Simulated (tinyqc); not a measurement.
Nucleation and growth of vacancy voids in a cooling silicon-like crystal: one step, computed by the program tinyqc.

Spherical voids; vacancies are lost only to voids.

Question. Nucleation rate at T with the initial excess. C_e = C_m exp[-(E_f/k_B)(1/T - 1/T_m)]; D = D0 exp(-E_m/(k_B T)); f = k_B T ln(C/C_e); r* = 2 gamma/(rho f); W* = 16 pi gamma^3/(3 rho^2 f^2); Z = f/sqrt(12 pi W* k_B T); I = rho Z (4 pi r* D C) exp(-W*/(k_B T)).

Inputs (values chosen for the exercise, for a model crystal): vacancy density at the melting point C_m = 4.5e+14 1/cm^3; formation energy E_f = 4.08 eV; melting point T_m = 1685 K; diffusion prefactor D0 = 0.0007 cm^2/s; migration energy E_m = 0.5 eV; site density rho = 5e+22 1/cm^3; void surface energy gamma = 0.912 J/m^2; temperature of the worked step T = 1410 K.

initial excess C = 2.40e+13 1/cm^3

Constants: k_B = 8.617333262e-05 eV/K; k_B = 1.380649e-23 J/K; e = 1.602176634e-19 C.

Give: C_e; D; driving force f; critical radius r*; W*/(k_B T); rate I.

Answer.

C_e = 1.876e+12 1/cm^3

D = 1.143e-05 cm^2/s

driving force f = 0.3097 eV

critical radius r* = 0.7351 nm

W*/(k_B T) = 106.1

rate I = 4.464e-23 1/(cm^3 s)

Cooling by 10 K multiplies I by 6.0e6: nucleation switches on within a narrow range of temperature.
